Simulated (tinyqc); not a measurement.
Etch lag against aspect ratio: ion-assisted plasma etching: sheath, surface coverage, synergy and aspect-ratio dependence. Computed by tinyqc, a small Python program. Command: `OMP_NUM_THREADS=1 python tinyqc.py 3021829 3021830 out.jsonl etch walk`. One thread of a shared host (Intel(R) Xeon(R) Processor @ 2.30GHz), about 0.08 s of CPU time with the checks.

Radicals adsorb on bare sites; ions remove covered sites with a high yield and bare sites by sputtering; a slow spontaneous reaction acts everywhere, walls included.

Inputs (values chosen for the exercise, close to those used for silicon dioxide in a fluorocarbon plasma):

| quantity | value | unit |
|---|---|---|
| plasma density n_e | 3.2e+10 | 1/cm^3 |
| electron temperature T_e | 3.1 | eV |
| ion mass M_i | 50 | u |
| sheath voltage V | 74 | V |
| radical density n | 2e+14 | 1/cm^3 |
| radical mass M_n | 19 | u |
| gas temperature T_g | 300 | K |
| sticking coefficient s | 0.44 | - |
| radicals per removed unit x | 3 | - |
| yield slope b | 0.21 | eV^(-1/2) |
| threshold E_th | 28 | eV |
| sputter slope b_p | 0.011 | eV^(-1/2) |
| sputter threshold E_p | 31 | eV |
| spontaneous reaction probability k_c | 4.2e-05 | - |
| solid density N | 2.2e+22 | 1/cm^3 |
| ion temperature T_i | 0.67 | eV |

Feature: round hole.

Constants: e = 1.602176634e-19 C; u = 1.6605390666e-27 kg; k_B = 1.380649e-23 J/K; eps_0 = 8.8541878128e-12 F/m.

Method:
- Bohm speed u_B = sqrt(e T_e/M_i); ion flux G_i = 0.61 n_e u_B; radical flux G_n = n c/4 with c = sqrt(8 k_B T_g/(pi M_n)).
- Debye length lambda_D = sqrt(eps_0 T_e/(e n_s)) with n_s = 0.61 n_e, T_e in volts; Child-law sheath d = (sqrt2/3) lambda_D (2 V/T_e)^(3/4); ion energy E = V + T_e/2; angular spread = arctan(sqrt(T_i/E)).
- Yields: Y = b (sqrt(E) - sqrt(E_th)) on covered sites, Y_p = b_p (sqrt(E) - sqrt(E_p)) on bare ones (zero below threshold).
- Steady coverage: s G_n (1 - theta) = x Y G_i theta; removal flux = Y G_i theta + Y_p G_i (1 - theta) + k_c G_n; rate = flux/N, 1 cm/s = 6e8 nm/min.
- Lateral rate = k_c G_n/N; anisotropy = 1 - lateral/vertical; synergy = vertical/(ions alone + radicals alone), with ions alone Y_p G_i/N and radicals alone the lateral rate.
- Transmission of a round hole: K = 1/(1 + 3A/4), walls that scatter diffusely without loss. With a loss probability S = s (1 - theta) at the floor, G_b/G_n = K/(K + S - K S); theta follows G_b, and the two are solved together. Ions are taken to reach the floor unshadowed; G_b replaces G_n in every term of the rate; A is depth over diameter.

yield Y = 0.714094

sputter yield Y_p = 0.0343660

ion flux G_i = 4.77426e+15 1/(cm^2 s)

radical flux G_n = 2.89095e+18 1/(cm^2 s)

vertical rate = 95.5856 nm/min

coverage theta = 0.992024

Floor of the feature:

| A | K | G_b/G_n | theta | rate (nm/min) | relative rate |
|---|---|---|---|---|---|
| 0.5 | 0.72727 | 0.99868 | 0.99201 | 95.580 | 0.99994 |
| 1.0 | 0.57143 | 0.99737 | 0.99200 | 95.575 | 0.99989 |
| 2.0 | 0.40000 | 0.99474 | 0.99198 | 95.565 | 0.99978 |
| 5.0 | 0.21053 | 0.98684 | 0.99192 | 95.533 | 0.99945 |
| 10.0 | 0.11765 | 0.97368 | 0.99181 | 95.480 | 0.99889 |
| 20.0 | 0.06250 | 0.94738 | 0.99158 | 95.373 | 0.99777 |
| 50.0 | 0.02597 | 0.86855 | 0.99083 | 95.044 | 0.99434 |
| 100.0 | 0.01316 | 0.73752 | 0.98922 | 94.468 | 0.98831 |

K falls by a factor 55.3 over the rows and the rate by 1.01. Among these rows the rate stays within 10 % of the open-field value up to A = 100, as near saturation the coverage changes little when G_b falls. Caution: rows with A above about 1/(2 tan(ion spread)) or 1/sqrt(k_c), often 10 to 30, are formal: ion shadowing, radical loss on the walls, redeposition of sputtered material and, in fluorocarbon plasmas, polymer growth are left out and add to the lag.
